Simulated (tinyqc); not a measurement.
Transfer-length model of a contact: course of the iteration.

A metal contact of length d and width W on a thin layer of the same width. The metal has no resistance, the sheet resistance under it equals Rsh, and current enters the layer at the front edge x = 0.

A = Lt coth(d/Lt) is solved for Lt, starting from Lt = A. Lt(new) = A tanh(d/Lt).

Stop when Lt changes by less than 1e-9 of itself, or after 40 iterations.

Inputs (values chosen for the exercise):
- d = 0.041 um (contact length)

A = 0.0778516 um

Course of the iteration:

| iteration | Lt (um) | relative change |
|---|---|---|
| 1 | 0.0375876 | 0.517 |
| 2 | 0.0620606 | 0.651 |
| 3 | 0.0450599 | 0.274 |
| 4 | 0.0561375 | 0.246 |
| 5 | 0.0485233 | 0.136 |
| 6 | 0.0535950 | 0.105 |
| 7 | 0.0501373 | 0.0645 |
| 8 | 0.0524600 | 0.0463 |
| 9 | 0.0508834 | 0.0301 |
| ... | ... | ... |
| 32 | 0.0515161 | 3.76e-6 |
| 33 | 0.0515160 | 2.54e-6 |
| 34 | 0.0515161 | 1.72e-6 |
| 35 | 0.0515160 | 1.16e-6 |
| 36 | 0.0515161 | 7.85e-7 |
| 37 | 0.0515160 | 5.31e-7 |
| 38 | 0.0515160 | 3.59e-7 |
| 39 | 0.0515160 | 2.43e-7 |
| 40 | 0.0515160 | 1.64e-7 |

Did this iteration meet its convergence test, and what does its course show?

No. Not converged within 40 iterations: the values swing above and below the root and close in slowly. The plain step multiplies the error by -2x/sinh(2x) = -0.68 with x = d/Lt = 0.80, which nears -1 for a contact short against Lt. A rerun with Newton steps converges in 5 iterations, to 0.051516 um.

tinyqc, about 0.01 s, one thread, Intel Xeon 2.30GHz (shared host): `OMP_NUM_THREADS=1 python tinyqc.py 2760031 2760032 out.jsonl`
